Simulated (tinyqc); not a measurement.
Flattening the wire at fixed area: round or elliptic silicon nanowire with anisotropic valleys (Ritz method).

Wire along x = [100] on a (001) wafer, y = [010], z = [001]. Valley groups, two valleys each (w = inverse masses): A, axis along z: w_y = 1/mt, w_z = 1/ml, m_x = mt; B, axis along y: w_y = 1/ml, w_z = 1/mt, m_x = mt; C, axis along x: w_y = w_z = 1/mt, m_x = ml.

Hard wall on the ellipse (y/a)^2 + (z/b)^2 = 1, c = hbar^2/2m0. With u = y/a, v = z/b the operator is -c [(w_y/a^2) d2/du2 + (w_z/b^2) d2/dv2] on the unit disc. Basis (1 - u^2 - v^2) u^i v^j; S, X and Y are the disc integrals of f f', (df/du)(df'/du) and (df/dv)(df'/dv), from the integral of u^p v^q = 2 Gamma((p+1)/2) Gamma((q+1)/2)/((p + q + 2) Gamma((p+q+2)/2)) for even p, q; H = c (w_y X/a^2 + w_z Y/b^2).

Converged values use 21 functions of each parity class (e or o in u, then in v).

Constants: hbar^2/2m0 = 3.80998211 eV angstrom^2.

Values chosen for the exercise (near those of a Si nanowire; shifted at random, so the results belong to these values and not to a real crystal):
- ml = 0.906 m0 (longitudinal mass)
- mt = 0.187 m0 (transverse mass)
- asp = (0.4, 0.6, 0.8, 1, 1.3, 1.8, 2.5) (ratios a/b)
- area = 12.3 nm^2 (cross-section, kept fixed)

a = sqrt(area x ratio/pi), b = a/ratio, 1 nm^2 = 100 angstrom^2; lowest level of each group.

Levels (eV):
```
a/b  a (angstrom)  b (angstrom)       A       B       C
0.4          12.5          31.3  0.3620  0.1378  0.4263
0.6          15.3          25.5  0.2575  0.1417  0.3386
0.8          17.7          22.1  0.2070  0.1578  0.3081
1.0          19.8          19.8  0.1784  0.1784  0.3009
1.3          22.6          17.4  0.1549  0.2129  0.3108
1.8          26.5          14.7  0.1393  0.2740  0.3511
2.5          31.3          12.5  0.1378  0.3620  0.4263
```

What does the comparison show?

Each group is lowest where its stretched ellipse is a circle, at a/b = sqrt(w_y/w_z): 2.20 for A, 0.45 for B and 1.00 for C. The lowest group is B in the first row and A in the last, A and B crossing at a/b = 1 by symmetry; B - A is -224 meV in the first row and +224 meV in the last.

tinyqc: `OMP_NUM_THREADS=1 python tinyqc.py 1250789 1250790 out.jsonl`; about 0.04 s, one thread, shared Intel(R) Xeon(R) Processor @ 2.30GHz.
